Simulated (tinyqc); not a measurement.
Effective mass of the conduction band from tabulated energies: one step. Least squares over all points. Two cases, with inputs chosen for the exercise.

Question. Fit E = a k^2 (a = sum k^2 E/sum k^4), then E = a k^2 + b k^4 from the normal equations; E in eV; m = c/a.

c = hbar^2/2m0.
Constants: hbar^2/2m0 = 3.80998211 eV angstrom^2.

Give: sums of k^4, k^6, k^8; sums of k^2 E, k^4 E; a, one term; a and b, two terms; m, one and two terms.

Case 1.

Energies along [100], from the band edge:
```
k (1/angstrom)     E (meV)
0.0000000         0.000000
0.0038000         2.080400
0.0076000         8.189600
0.0114000        17.967600
0.0152000        30.914100
0.0190000        46.483700
0.0228000        64.156800
0.0266000        83.477600
0.0304000       104.064900
```

reference mass (curvature of the model at k = 0.0001 1/angstrom) = 0.0263001 m0

Answer.

sums of k^4, k^6, k^8: [1.8291e-06, 1.3458e-09, 1.0732e-12]

sums of k^2 E, k^4 E: [0.00021535, 1.5605e-07]

a, one term = 117.74 eV angstrom^2

a and b, two terms: [139.0, -2.890e+04]

m, one and two terms (m0): [0.03236, 0.02741]

The parabola over all points errs by +23.0 % because the weights k^4 favour the outer points; the second term brings the error to +4.2 %.

Case 2.

Energies along [111], from the band edge:
```
k (1/angstrom)     E (meV)
0.0000000         0.000000
0.0091000         3.927900
0.0182000        15.582600
0.0273000        34.597300
0.0364000        60.420600
0.0455000        92.387100
0.0546000       129.785400
0.0637000       171.914100
0.0728000       218.118300
```

reference mass (curvature of the model at k = 0.0001 1/angstrom) = 0.0801000 m0

Answer.

sums of k^4, k^6, k^8: [6.0154e-05, 2.5382e-07, 1.1608e-09]

sums of k^2 E, k^4 E: [0.0025431, 1.0634e-05]

a, one term = 42.276 eV angstrom^2

a and b, two terms: [46.82, -1078]

m, one and two terms (m0): [0.09012, 0.08137]

The parabola over all points errs by +12.5 % because the weights k^4 favour the outer points; the second term brings the error to +1.6 %.

Computed by tinyqc, one run a case: `OMP_NUM_THREADS=1 python tinyqc.py N N+1 out.jsonl` with N = 1880621, 1881061; one thread of a shared Intel(R) Xeon(R) Processor @ 2.30GHz, about 0.01 s a run at most.
